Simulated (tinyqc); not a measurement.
Where the wafer is too thin: surface photovoltage measurement of the minority-carrier diffusion length in a wafer. Computed by tinyqc, a small Python program. Command: `OMP_NUM_THREADS=1 python tinyqc.py 3130280 3130281 out.jsonl spv walk`. One thread of a shared host (Intel(R) Xeon(R) Processor @ 2.30GHz), about 0.01 s of CPU time with the checks.

Low injection, steady light, a depletion layer much thinner than 1/alpha and L. The excess density dn is taken at the front edge of the neutral region; light that reaches the back is lost.

Inputs (values chosen for the exercise, modelled on p-type silicon at room temperature):
```
quantity,value,unit
wafer thickness W,775,micrometre
diffusivity D,32.4,cm^2/s
front recombination velocity S_f,200,cm/s
back recombination velocity S_b,850000,cm/s
photon flux entering,2.3e+11,1/(cm^2 s)
```

Method:
- alpha = (84.732/lambda - 76.417)^2 per cm with lambda in micrometre (an empirical fit for silicon between 0.7 and 1.05 micrometre).
- Thick wafer: dn = Phi L/((S_f + D/L)(L + 1/alpha)). Finite wafer, with s = S_b L/D, w = W/L, a = alpha L: dn = [Phi a/(a^2 - 1)] [a - B - exp(-alpha W)(a - s)/(cosh w + s sinh w)]/(S_f + B D/L), B = (sinh w + s cosh w)/(cosh w + s sinh w).
- Readings y = (Phi/dn) (1 + noise x g) at 780, 830, 880, 920, 950, 975 and 995 nm; a least-squares line y = c (1/alpha + L_app) gives L_app = intercept/slope.
- No noise; L is varied at fixed W, and the last two columns set S_b to 0 and to 1e7 cm/s.

Apparent length (micrometre):
```
L,W/L,given S_b,S_b = 0,S_b = 1e7
38.8,19.974,38.80,3.8800e+01,38.80
77.5,10.000,77.50,7.7500e+01,77.50
155.0,5.000,154.89,1.5510e+02,154.89
232.0,3.341,229.93,2.3397e+02,229.92
388.0,1.997,359.60,4.1745e+02,359.55
620.0,1.250,479.19,7.9448e+02,479.05
1010.0,0.767,564.86,1.7559e+03,564.62
1630.0,0.475,607.71,4.0637e+03,607.42
3100.0,0.250,629.78,1.1965e+04,629.45
```

What does the comparison show, and why?

With a fast back surface L_app levels off, at 629 micrometre in the last row; with a passive one it reaches up to 3.86 times L among these rows and is 12000 in the last. All three columns are within 5 % of L down to W/L = 3.3.

Extremes, crossings and ranges named in words are read from the listed rows.
